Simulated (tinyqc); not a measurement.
# p-n diode with diffusion and depletion-layer recombination: effect of the recombination velocity at the n contact

Abrupt junction in the depletion approximation, low injection, full ionisation, neutral widths fixed, ohmic contact on the p side. Vj is the junction voltage; where a series resistance Rs is given, V = Vj + J Rs is the terminal voltage.

ni = sqrt(Nc Nv) exp(-Eg/(2 Vt)), Eg in volts; D = mu Vt; Ln = sqrt(Dn tn), Lp = sqrt(Dp tp); J0n = q ni^2 Dn coth(wp/Ln)/(Ln Na); J0p = (q ni^2 Dp/(Lp Nd)) (s + tanh(wn/Lp))/(1 + s tanh(wn/Lp)), s = Sp Lp/Dp. J_diff = (J0n + J0p)(exp(Vj/Vt) - 1). Vbi = Vt ln(Na Nd/ni^2), W = sqrt(2 eps0 eps_r (Vbi - Vj)(1/Na + 1/Nd)/q), xp = W Nd/(Na + Nd), xn = W Na/(Na + Nd); u(x) = q Na (x + xp)^2/(2 eps0 eps_r) for x < 0 and Vbi - Vj - q Nd (xn - x)^2/(2 eps0 eps_r) for x > 0; p = Na exp(-u/Vt), n = Nd exp((u - Vbi + Vj)/Vt); U = ni^2 (exp(Vj/Vt) - 1)/(tp (n + ni exp(Et/Vt)) + tn (p + ni exp(-Et/Vt))); J_scr = q times the integral of U from -xp to xn. J = J_diff + J_scr.

Inputs (values chosen for the exercise); band and dielectric values close to those of germanium:
```
symbol,value,unit,meaning
T,300,K,temperature
Eg,0.669,eV,band gap
eps_r,16.1,,relative permittivity
Nc,1.03e19,cm^-3,conduction-band density of states at T
Nv,6.04e18,cm^-3,valence-band density of states at T
Na,1.8e17,cm^-3,acceptor density
Nd,3.3e17,cm^-3,donor density
mun,1400,cm^2/(V s),electron mobility in the p side
mup,920,cm^2/(V s),hole mobility in the n side
tn,8e-9,s,electron lifetime
tp,5e-7,s,hole lifetime
wp,21,um,neutral width of the p side
wn,1.4,um,neutral width of the n side
Et,0,eV,trap level above the intrinsic level
Vj,0.31,V,junction voltage at which recombination is evaluated
```

Constants: q = 1.602176634e-19 C, kB = 1.380649e-23 J/K, Vt = kB T/q, eps0 = 8.8541878128e-14 F/cm where lengths are in cm. Results are converted to the units shown.

The same in every row: J0n (A/cm^2) = 2.151e-5; J_scr (A/cm^2) = 0.02088; wn/Lp = 0.04060.

Result of one run:
```
J0p (A/cm^2)  J_diff (A/cm^2)  J_scr/J (%)
6.618e-8                3.482       0.5961
```

Which recombination velocity at the n contact Sp gave this result: 1, 100, 1e5 or 1e7 cm/s?

Sp = 100 cm/s.

The whole series:
```
Sp (cm/s)  J0p (A/cm^2)  J_diff (A/cm^2)  J_scr/J (%)
1              4.896e-8            3.479       0.5966
10             5.053e-8            3.479       0.5966
100            6.618e-8            3.482       0.5961
1000           2.218e-7            3.507       0.5919
10000          1.692e-6            3.744       0.5546
1e5            1.101e-5            5.247       0.3964
1e6            2.533e-5            7.559       0.2755
1e7            2.914e-5            8.173       0.2549
```

As Sp goes from 1 to 1e7, J0p rises from 4.90e-8 to 2.91e-5 A/cm^2, J_scr stays at 0.0209 A/cm^2 and its share falls from 0.597 to 0.255 %. J0p crosses its long-base value at Sp = Dp/Lp = 6900 cm/s; with wn/Lp = 0.041 the contact changes it by a factor of 595 over the table.

Program tinyqc, `OMP_NUM_THREADS=1 python tinyqc.py 2260140 2260141 out.jsonl`; Intel Xeon 2.30GHz, shared host, one thread, about 0.01 s.
